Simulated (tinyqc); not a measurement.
Longitudinal sound in a periodic multilayer: transfer matrices, stop bands and folded phonons: one step, computed by the program tinyqc.

Layers 1 and 2 repeat with period d = d_1 + d_2; waves travel normal to the layers, without loss. State vector (u, s): displacement u and stress divided by omega. Impedances Z = rho v are in 1e6 kg/(m^2 s).

Question. Transmission through N periods. A layer maps (u, s) by [[cos p, sin p/Z], [-Z sin p, cos p]], p = 2 pi f d_i/v_i; one period is M = M_2 M_1, and cos(q d) = trace(M)/2. For N periods A = M^N. A wave comes from a thick layer of material 1 and leaves into the substrate (Z_s): transmitted power T = 4 Z_1 Z_s/|Z_1 A_22 + Z_s A_11 - i (Z_1 Z_s A_12 - A_21)|^2, reflected power R = 1 - T.

Inputs (values chosen for the exercise, modelled on silica (layer 1), tungsten (layer 2) and silicon (substrate)): velocity v_1 = 5920 m/s; thickness d_1 = 2.18 nm; velocity v_2 = 5320 m/s; thickness d_2 = 1.91 nm; periods N = 2; frequency f = 449 GHz.

M:
```
[[0.1744575, 0.03893120],
 [-49.94699, -5.413905]]
```

Z_2 = 102.144

Z_1 = 13.1424

Z of the substrate = 19.6186

Give: A = M^N; transmitted power T; T in decibel.

Answer.

A = M^N:
```
[[-1.914, -0.2040],
 [261.7, 27.37]]
```

transmitted power T = 0.005092

T in decibel = -22.93 dB

Caution: at these frequencies damping, strong in glasses, and rough interfaces, both left out here, can weaken the stop bands; layers only a few atoms thick are also beyond continuum acoustics.
